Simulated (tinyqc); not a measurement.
# Gate-all-around wire with two subbands, quantum capacitance: two studies

phi is the Fermi level above the lowest subband edge, in volts; Vg is counted from the gate voltage at which an empty wire would have phi = 0. Both directions of motion are filled (equilibrium).

Parameters, values chosen for the exercise: temperature T = 400 K; relative permittivity of the gate insulator (close to silicon dioxide) eox = 3.9; insulator thickness tox = 9.2 nm; mass along the wire md = 0.045 m0; valley degeneracy gv = 1; second subband above the first E2 = 0.17 eV; orbital degeneracy of the second subband g2 = 2; radius of the wire rw = 4.7 nm; gate voltage Vg = 0.23 V.

Constants: q = 1.602176634e-19 C, kB = 1.380649e-23 J/K, hbar = 1.054571817e-34 J s, m0 = 9.1093837015e-31 kg, Vt = kB T/q, eps0 = 8.8541878128e-14 F/cm where lengths are in cm. Results are converted to the units shown.

Each table varies one quantity; the others keep the values above.

## Effect of the gate voltage

N1 = gv sqrt(2 md m0 kB T/(pi hbar^2)); n1 = N1 F(phi/Vt), n2 = g2 N1 F((phi - E2)/Vt), n = n1 + n2, F(e) = (1/sqrt(pi)) int_0^infinity u^(-1/2) du/(1 + exp(u - e)); Cq = q dn/dphi = (q N1/Vt) [F'(phi/Vt) + g2 F'((phi - E2)/Vt)]. Cox = 2 pi eps0 eox/ln(1 + tox/rw) per length; Vg = phi + q n/Cox. 1/C_G = 1/Cox + 1/(Cq); dphi/dVg = Cox/(Cox + Cq).

The same in every row: Cox (pF/cm) = 2.0009.

Effect of the gate voltage:
```
Vg (V),phi (V),n (cm^-1),Cq (pF/cm),C_G (pF/cm),dphi/dVg,share of the second band (%)
-0.2,-0.20028,3453.2,0.016018,0.015890,0.99206,1.4250
0,-0.030156,3.7661e5,1.3836,0.81799,0.59120,1.8141
0.2,0.063950,1.6991e6,2.7094,1.1510,0.42479,5.9849
0.4,0.13988,3.2487e6,4.3185,1.3674,0.31663,22.782
0.6,0.19476,5.0610e6,5.9623,1.4982,0.25127,40.589
0.8,0.24583,6.9210e6,5.4607,1.4644,0.26816,50.884
1,0.30405,8.6916e6,4.3320,1.3687,0.31596,56.356
1.2,0.37213,1.0339e7,3.5039,1.2736,0.36349,59.329
1.4,0.44879,1.1880e7,2.9820,1.1974,0.40156,61.081
1.6,0.53226,1.3335e7,2.6287,1.1361,0.43220,62.213
```

What does the comparison show?

As Vg goes from -0.2 to 1.6, Cq goes from 0.0160 through a maximum of 5.96 (at Vg = 0.6 among the rows listed) to 2.63 pF/cm, C_G/Cox goes from 0.00794 through a maximum of 0.749 (at Vg = 0.6 among the rows listed) to 0.568 and n rises from 3450 to 1.33e7 cm^-1. Cq is below Cox for Vg = -0.2, 0; there the density of states limits the response dn/dVg more than the insulator does. The peak of Cq mirrors the inverse-square-root peak of the density of states at a subband edge. For Vg = 1, 1.2, 1.4, 1.6 phi exceeds 0.3 V, where non-parabolicity and further bands matter for so light a mass.

## Effect of the insulator thickness

Same model as above.

Effect of the insulator thickness:
```
tox (nm),phi (V),n (cm^-1),Cq (pF/cm),Cox (pF/cm),C_G (pF/cm),dphi/dVg,share of the second band (%)
0.5,0.1928,4.987e6,5.943,21.46,4.654,0.7831,40.04
0.9,0.1742,4.315e6,5.581,12.38,3.847,0.6893,34.39
1.6,0.1522,3.598e6,4.809,7.405,2.915,0.6063,26.93
2.9,0.1266,2.913e6,3.824,4.515,2.070,0.5414,18.58
5.2,0.1005,2.353e6,3.110,2.912,1.504,0.4836,11.80
9.3,0.07617,1.909e6,2.787,1.988,1.160,0.4163,7.496
17,0.05501,1.549e6,2.669,1.418,0.9261,0.3470,5.101
30,0.03934,1.292e6,2.593,1.085,0.7650,0.2951,3.918
```

What does the comparison show?

As tox goes from 0.5 to 30, Cq falls from 5.94 to 2.59 pF/cm, C_G/Cox rises from 0.217 to 0.705 and n falls from 4.99e6 to 1.29e6 cm^-1. Cq is below Cox for tox = 0.5, 0.9, 1.6, 2.9; there the density of states limits the response dn/dVg more than the insulator does. With the insulator thinned by a factor of 60.0, the charge grows only by 3.86 while Cox grows by 19.8.

tinyqc, about 0.01 s, one thread, Intel Xeon 2.30GHz (shared host): `OMP_NUM_THREADS=1 python tinyqc.py 2200070 2200071 out.jsonl`
